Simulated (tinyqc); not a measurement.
# Core-level spacing from the offsets

Question. For an overlayer B on a substrate A, dEv = (iB - iA) - (cB - vB) + (cA - vA) in binding energies, and dEc + dEv = EgB - EgA. Find dEv and the spacing iB - iA that a thin film must show.

Parameters, values chosen for the exercise: gap of the substrate A EgA = 3.41 eV; gap of the overlayer B EgB = 3.09 eV.

dEc = 0.15542519 eV
cA - vA = 29.554575 eV
cB - vB = 89.12 eV

Answer. The gaps give dEv, and the Kraut relation is solved for the spacing.

dEv = -0.47543 eV
iB - iA = 59.090 eV

Numbers from tinyqc (`OMP_NUM_THREADS=1 python tinyqc.py 2410117 2410118 out.jsonl`; about 0.01 s on one thread of a shared Intel Xeon 2.30GHz).
